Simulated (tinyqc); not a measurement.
Composition of the layer: band edges of strained Si(1-x)Ge(x) on relaxed Si(1-y)Ge(y).

Values are linear in the Ge fraction but for ED(x) = linear - CD x (1 - x) and a(x) = linear - Ca x (1 - x). Energies are on the common scale of Ev.

Coherent growth on a (001) face: e_par = (a(y) - a(x))/a(x), e_perp = -2 (C12/C11) e_par; exx = eyy = e_par, ezz = e_perp, no shear.

A valley with unit axis u lies at Ev + gap + (av + a_valley) tr(e) + Xu (u.e.u - tr(e)/3); the Delta axes are x, y, z and the L axes [111], [1-1-1], [-11-1], [-1-11]. The second-order shift of the Delta valleys under shear is left out; it lowers the pair normal to the sheared plane by tens of meV at a shear of 1 %.

Valence edges: Ev plus the levels of the 6 x 6 matrix of X, Y, Z times spin with -Dso/3 + l exx + m (eyy + ezz) on the diagonal (cyclic), n exy off it, l = av + 2 b, m = av - b, n = sqrt(3) d. Spin-orbit term (Dso/3) L.sigma on X, Y, Z with (L_k)_ij = -i epsilon_kij: <X+|H|Y+> = -i Dso/3, <X+|H|Z-> = Dso/3, <Y+|H|Z-> = -i Dso/3, <Z+|H|X-> = -Dso/3, <Z+|H|Y-> = i Dso/3, <X-|H|Y-> = i Dso/3, and their conjugates; + and - are the spin along z.

Parameters, chosen for this exercise (end members near Si and Ge, in this order; the results hold for these values, not for the real material): a = (5.434, 5.65) angstrom (lattice constant); Dso = (0.044, 0.286) eV (spin-orbit splitting); av = (2.46, 1.23) eV (valence hydrostatic potential); b = (-2.1, -2.55) eV (tetragonal shear potential); d = (-4.85, -5.27) eV (trigonal shear potential); C11 = (166.1, 127.8) GPa; C12 = (63.4, 48.5) GPa; C44 = (79.4, 66.2) GPa; Ev = (0, 0.63) eV (top of the unstrained valence band); ED = (1.153, 0.928) eV (gap to the Delta valleys); EL = (1.973, 0.744) eV (gap to the L valleys); aD = (1.86, 1.2) eV (hydrostatic potential of the Delta gap); aL = (-3.42, -2.66) eV (hydrostatic potential of the L gap); XuD = (8.85, 9.26) eV (uniaxial potential, Delta); XuL = (15.9, 15.57) eV (uniaxial potential, L); CD = 0.236 eV (bowing of the Delta gap); Ca = 0.028 angstrom (bowing of the lattice constant); face = 001 (growth face); y = 0.8 (Ge fraction of the relaxed buffer).

The buffer is kept. dEc = Ec(buffer) - Ec(layer), dEv = Ev(layer) - Ev(buffer); buffer edges Ev(y) and Ev(y) + min(ED, EL). The digit behind Delta or L counts whole valleys.

Results:
```
x     e_par (%)  lowest valleys  gap (eV)  next valleys above (meV)  valence splitting (meV)  dEc (eV)  dEv (eV)
0.25       2.18          Delta2     0.725                       344                      228     0.355    -0.145
0.36       1.76          Delta2     0.756                       279                      181     0.302    -0.122
0.46       1.37          Delta2     0.789                       219                      138     0.246    -0.100
0.57       0.94          Delta2     0.832                       150                       91     0.176    -0.073
0.68       0.49          Delta2     0.880                        79                       46     0.097    -0.041
0.89      -0.38              L4     0.875                        11                       31    -0.007     0.067
1.00      -0.84              L4     0.734                        98                       65     0.050     0.151
```

The gap is 0.725 eV in the first row and 0.734 eV in the last, with its largest listed value, 0.880 eV, at x = 0.68. The lowest valleys change: Delta2 to L4 between x = 0.68 and 0.89. Per 0.1 of x the valence offset moves by +39 meV on average; the conduction offset lies between -7 and +355 meV, not monotonically. Both carriers sit on one side for x = 1.00, and on opposite sides elsewhere. Offsets below about 30 meV are within the spread of parameter sets, so those rows do not settle the type. Strains above 2 % can be kept only in layers of a few nanometres.

Computed by tinyqc, a small Python program: `OMP_NUM_THREADS=1 python tinyqc.py 1051530 1051531 out.jsonl` (the numbers bound the seed that draws the inputs); one thread of a shared host (Intel(R) Xeon(R) Processor @ 2.30GHz), about 0.01 s for the whole set of steps.
